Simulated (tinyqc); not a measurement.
# Changing the base width W

Model: minority-electron transport through the base of a bipolar transistor (Moll-Ross and Kroemer integrals). Computed by tinyqc, a small Python program. Command: `OMP_NUM_THREADS=1 python tinyqc.py 3030318 3030319 out.jsonl base sweep`. One thread of a shared host (Intel(R) Xeon(R) Processor @ 2.30GHz), about 0.02 s of CPU time with the checks.

Low injection, one dimension, x from the emitter edge (0) to the collector edge (W), s = x/W. Recombination is treated as a small correction (valid for tau_B well below tau_n), computed from the stored charge.

Inputs (values chosen for the exercise, modelled on silicon):
```
quantity                                     value        unit
intrinsic density n_i at the emitter edge    1e+10      1/cm^3
base doping at the emitter edge N_0        4.1e+19      1/cm^3
mu_min                                         210  cm^2/(V s)
mu_max                                        1370  cm^2/(V s)
N_ref                                      1.4e+17      1/cm^3
saturation velocity v_s                       0.75    1e7 cm/s
electron lifetime tau_n                         11          ns
emitter Gummel number G_E                  1.3e+13      s/cm^4
base-emitter voltage V_BE                     0.74           V
temperature T                                  300           K
doping ratio N_0/N(W)                           21           -
gap narrowing across the base dE_g              41         meV
```

Base doping profile: Gaussian. Gap grading: linear. Exit of the base: infinite sink.

Constants: k_B = 8.617333262e-05 eV/K; e = 1.602176634e-19 C.

Method:
- N(x) = N_0 (ratio)^(-s^2); n_i(x)^2 = n_i^2 exp(s dE_g/k_B T); D(x) = (k_B T/e) mu, mu = mu_min + (mu_max - mu_min)/(1 + (N/N_ref)^0.7).
- With y(x) = N n_i^2/(D n_i(x)^2): base Gummel number G_B = int_0^W y dx; J_C = e n_i^2 exp(e V_BE/k_B T)/G_B; n(x) = (J_C/e)(n_i(x)^2/(N n_i^2)) [int_x^W y dx]; transit time tau_B = (e/J_C) int n dx; trapezoid rule on 401 even points.
- Emitter-limited gain beta_E = G_E/G_B; recombination-limited gain beta_R = tau_n/tau_B; 1/beta = 1/beta_E + 1/beta_R; f_T from the base alone = 1/(2 pi tau_B).

One run for each value; columns: (1) base width W (nm); (2) base transit time tau_B (ps); (3) current gain beta; (4) f_T from the base alone (GHz); (5) mean velocity W/tau_B (1e7 cm/s); (6) share of the exit term in G_B (%):
```
(1)          (2)     (3)         (4)     (5)  (6)
10    2.6127e-02  6.0008  6.0915e+03  3.8274    0
18    8.4653e-02  3.3337  1.8801e+03  2.1263    0
32    2.6754e-01  1.8752  5.9487e+02  1.1961    0
56    8.1935e-01  1.0715  1.9424e+02  0.6835    0
100   2.6127e+00  0.6000  6.0915e+01  0.3827    0
180   8.4653e+00  0.3333  1.8801e+01  0.2126    0
320   2.6754e+01  0.1874  5.9487e+00  0.1196    0
560   8.1935e+01  0.1071  1.9424e+00  0.0683    0
1000  2.6127e+02  0.0599  6.0915e-01  0.0383    0
```

Over the rows, base transit time tau_B (ps) rises from 0.0261 to 261 (exponent d ln y / d ln x about 2.0 throughout); current gain beta falls from 6.00 to 0.0599 (exponent d ln y / d ln x about -1.0 throughout); f_T from the base alone (GHz) falls from 6090 to 0.609 (exponent d ln y / d ln x about -2.0 throughout). The exponent of base transit time tau_B stays at 2: diffusion, or drift in a field proportional to 1/W. The exponent of current gain beta stays at -1: emitter-limited gain, or recombination with a transit time limited by the exit velocity.

Caution (rows 10.0, 18.0, 32.0): the mean velocity exceeds v_s, so drift-diffusion with a low-field mobility overstates the speed. Caution (rows 10.0, 18.0): the base is only a few mean free paths wide, so transport is partly ballistic. Caution (rows 100, 180, 320, 560, 1000): a current gain below 1 is far from a working transistor: the base is too heavily doped or too wide for this emitter and lifetime.
